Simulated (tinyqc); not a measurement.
Inside a calculation: metal-induced gap states at the contact of a metal chain and a two-band chain. Values are carried at full precision from step to step, so a last printed digit may differ when a step is redone from the rounded ones.

The semiconductor alternates sites A at -Eg/2 and C at +Eg/2 with hopping -t; the gap runs from -Eg/2 to Eg/2. In the gap cosh(q a) = 1 + (Eg^2/4 - E^2)/(2 t^2) and the amplitude changes by -exp(-q a) a period. The metal has site energy 0 and hopping -tm; its end site has g_m = (E - i sqrt(4 tm^2 - E^2))/(2 tm^2). Sites 1, 2, ... count into the semiconductor, with energies e1, e2 alternating. The clean half chain has g1 = 1/(E - e1 - t^2 g2), g2 = 1/(E - e2 - t^2 g1), decaying root. With the contact G11 = 1/(1/g1 - tc^2 g_m), and the density on site j is -Im G_jj/pi = |psi_j/psi_1|^2 (-Im G11/pi), per spin, with psi_2/psi_1 = -t g2, psi_3/psi_2 = -t g1.

Constants: e^2/(4 pi eps0) = 14.39964547 eV angstrom.

Inputs chosen for the exercise (gap and optical dielectric constant near those of HfO2; the chain itself is a model; the results hold for these values, not for the real material): Eg = 5.72 eV (gap); t = 3.12 eV (hopping in the semiconductor); a = 3.6 angstrom (period (two sites); one chain for each area a^2); E = 1.75 eV (energy from mid-gap); tm = 1.97 eV (hopping in the metal); tc = 1.15 eV (hopping across the contact); end = A (site that touches the metal); eps = 4.1 (dielectric constant).

## Decay in the gap

Form cosh(q a), l = exp(-q a), q and the decay length 1/(2q) of the density.

cosh(q a) = 1.26284
l = 0.49163
q = 0.19723 1/angstrom
xi, the decay length of the density = 2.535 angstrom

## Green functions

The decaying root is g1 = (1 - l)/(E - e1), g2 = (1 - l)/(E - e2), l = exp(-q a). Form them, g_m and G11.

g1, g2 (1/eV): 0.11027  -0.45799

g_m = 0.22546-0.45480i 1/eV
G11 = 0.11349-0.00778i 1/eV

## Density site by site

D1 = -Im G11/pi, D2 = (t g2)^2 D1, and each further period multiplies by l^2. The sum over all sites is (D1 + D2)/(1 - l^2). The Green functions stand in the order g1, g2.

density on sites 1 to 8 (1/eV): 0.00248  0.00506  0.00060  0.00122  0.00014  0.00030  0.00003  0.00007

Ds, the density per spin summed over the semiconductor = 0.00994 1/eV

The first period holds 76 % of the gap states at this energy.

## Pinning factor

Gap states per area N = 2 Ds/a^2 (two spins). Charge in them sits a distance xi from the metal, so S = 1/(1 + 4 pi e^2 N xi/eps), e^2 meaning e^2/(4 pi eps0); S is the change of the barrier per change of the metal work function.

N = 1.534e+13 1/(eV cm^2)
4 pi e^2 N xi/eps = 0.1716
S = 0.8535

Weak pinning, nearer the Schottky limit S = 1.

## Checks

- g1 from the closed form against decimation: both 0.110275.

Run: tinyqc, `OMP_NUM_THREADS=1 python tinyqc.py 1451724 1451725 out.jsonl`; Intel(R) Xeon(R) Processor @ 2.30GHz, one thread, shared host; about 0.01 s of CPU time with all checks.
